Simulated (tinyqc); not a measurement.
Inside a calculation: heavy doping: gap narrowing, degeneracy and the minority density. Values are carried at full precision from step to step, so a last printed digit may differ when a step is redone from the rounded ones.

Empirical narrowing (Slotboom form, constants chosen for the exercise; published fits of this form give the apparent narrowing, here it is taken as the true one): dEg = E0 [ln(N/N0) + sqrt(ln(N/N0)^2 + C)].

Constants: kB = 8.617333262e-05 eV/K; e^2/(4 pi eps0) = 14.39964547 eV angstrom.

Inputs chosen for the exercise (gap and densities of states near those of Si at this temperature; narrowing constants near the fits for Si; not measured data): N = 5.7e+18 1/cm^3 (ionised donors, equal to the majority density); E0 = 5.96 meV (narrowing scale); N0 = 1.3e+17 1/cm^3 (onset density); C = 0.5 (smoothing constant); Nc = 1.98e+19 1/cm^3 (conduction-band density of states); Eg = 1.145 eV (gap); Nv = 8.48e+18 1/cm^3 (valence-band density of states); T = 250 K; eps = 11.8 (dielectric constant); Mv = 6 (majority valleys).

## Gap narrowing

Evaluate at N.

ln(N/N0) = 3.7807
dEg (empirical fit) = 45.46 meV

Well above N0 each decade of doping adds 2 E0 ln 10 = 27.4 meV.

## Degeneracy of the majority band

F_j(eta) = (1/Gamma(j + 1)) integral_0^infinity x^j dx/(1 + exp(x - eta)), which tends to exp(eta) for eta << 0.

Majority: N = Nc F_1/2(eta), eta the distance of EF beyond the majority band edge in kT. Degeneracy factor gam = F_1/2(eta)/exp(eta). ni0^2 = Nc Nv exp(-Eg/kT); product n p = ni0^2 gam exp(dEg/kT), dEg the true narrowing; apparent narrowing dEa = dEg + kT ln gam; minority density = n p/N.

Solve for eta and form gam.

N/Nc = 0.2879
eta = -1.1438
gam = 0.9036

## Product and minority density

Combine both effects.

ni0 = 3.73e+07 1/cm^3
exp(dEg/kT) = 8.25
dEa = 43.3 meV
sqrt(n p) = 1.02e+08 1/cm^3
minority density = 0.00182 1/cm^3

Narrowing multiplies the product by 8.25 and degeneracy by 0.904; together they change the minority density by a factor 7.45 against ni0^2/N.

## Two estimates of the size

Two physical estimates, e2 = e^2/(4 pi eps0), N in 1/angstrom^3: exchange shift at the Fermi level, Ex = (e2/eps) kF/pi with kF = (3 pi^2 N/Mv)^(1/3); screened-pair energy (Lanyon-Tuft), Es = (3/4)(e2/eps) qs with qs^2 = (4 pi e2 N/(eps kT)) F_-1/2(eta)/F_1/2(eta).

Evaluate both at N.

kF = 0.03041 1/angstrom
Ex = 11.81 meV
Es = 55.56 meV

Against the fitted dEg = 45.5 meV, Ex is 0.26 and Es 1.22 times as large; each keeps one mechanism only, and Ex assumes a strongly degenerate gas, while here eta is only -1.14.

## Checks

- Minority density against the Boltzmann occupation of the other band at the narrowed gap (1/cm^3): both 0.001817.

Program tinyqc; command `OMP_NUM_THREADS=1 python tinyqc.py 1650984 1650985 out.jsonl`; about 0.01 s on one thread of a shared Intel(R) Xeon(R) Processor @ 2.30GHz.
